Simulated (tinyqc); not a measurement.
Inside a calculation. Method: MP2 on RHF in the sto-3g basis, frozen core, for BeH2, spin multiplicity 1. One step of it, computed by the program tinyqc.

Task: Iteration 7 (converged): orbitals. Diagonalise F' = X^T F X, C = X C', fill 3 alpha and 3 beta electrons from the bottom; D = 2 C_occ C_occ^T. Each column has its largest component positive (the first on a tie).

converged F (hartree), lower triangle:
```
            1Be 1s     1Be 2s   1Be 2px    1Be 2py    1Be 2pz      2H 1s      3H 1s
1Be 1s   -4.526824
1Be 2s   -1.289191  -0.601579
1Be 2px   0.000000   0.000000  0.213896
1Be 2py   0.000000   0.000000  0.000000  -0.164476
1Be 2pz   0.001150  -0.008990  0.000000   0.000000   0.213306
2H 1s    -0.241765  -0.353966  0.000000  -0.309434  -0.011957  -0.247872
3H 1s    -0.241765  -0.353966  0.000000   0.309434  -0.011957  -0.020468  -0.247872
```

X:
```
                 1          2          3         4          5         6          7
1Be 1s    0.000000  -0.385387   0.898201  0.000000  -0.235418  0.266658   0.000000
1Be 2s    0.000000   1.116631  -0.072379  0.000000  -0.031768  0.534920   0.000000
1Be 2px   0.000000   0.000000   0.000000  1.000000   0.000000  0.000000   0.000000
1Be 2py   1.231646   0.000000   0.000000  0.000000   0.000000  0.000000   0.552758
1Be 2pz   0.000000   0.056369   0.264757  0.000000   0.963129  0.025531   0.000000
2H 1s    -0.882182  -0.701661  -0.293626  0.000000   0.078061  0.353434   0.385862
3H 1s     0.882182  -0.701661  -0.293626  0.000000   0.078061  0.353434  -0.385862
```

Give: F' = X^T F X; orbital energies; coefficients C; D after iteration 7.

Result:

F' = X^T F X (hartree), lower triangle:
```
        1        2        3       4        5        6        7
1  0.7414
2  0.0000   0.2721
3  0.0000   0.6276  -3.2894
4  0.0000   0.0000   0.0000  0.2139
5  0.0000  -0.1621   0.9753  0.0000  -0.0585
6  0.0000   0.2633  -1.5879  0.0000   0.4541  -1.2882
7  0.0505   0.0000   0.0000  0.0000   0.0000   0.0000  -0.3820
```

orbital energies (hartree): MO1 -4.5302, MO2 -0.4258, MO3 -0.3842, MO4 0.2125, MO5 0.2139, MO6 0.3797, MO7 0.7437

coefficients C:
```
             MO1      MO2      MO3      MO4     MO5      MO6      MO7
1Be 1s    0.9918  -0.2141   0.0000   0.0274  0.0000  -0.2270   0.0000
1Be 2s    0.0314   0.5972   0.0000  -0.1169  0.0000   1.0807   0.0000
1Be 2px   0.0000   0.0000   0.0000   0.0000  1.0000   0.0000   0.0000
1Be 2py   0.0000   0.0000   0.4970   0.0000  0.0000   0.0000   1.2552
1Be 2pz   0.0000   0.0113   0.0000   0.9927  0.0000   0.1260   0.0000
2H 1s    -0.0037   0.3923   0.4250   0.0565  0.0000  -0.7433  -0.8640
3H 1s    -0.0037   0.3923  -0.4250   0.0565  0.0000  -0.7433   0.8640
```

D after iteration 7, lower triangle:
```
          1Be 1s  1Be 2s  1Be 2px  1Be 2py  1Be 2pz    2H 1s   3H 1s
1Be 1s    2.0591
1Be 2s   -0.1935  0.7154
1Be 2px   0.0000  0.0000   0.0000
1Be 2py   0.0000  0.0000   0.0000   0.4940
1Be 2pz  -0.0049  0.0135   0.0000   0.0000   0.0003
2H 1s    -0.1754  0.4684   0.0000   0.4225   0.0088   0.6691
3H 1s    -0.1754  0.4684   0.0000  -0.4225   0.0088  -0.0534  0.6691
```
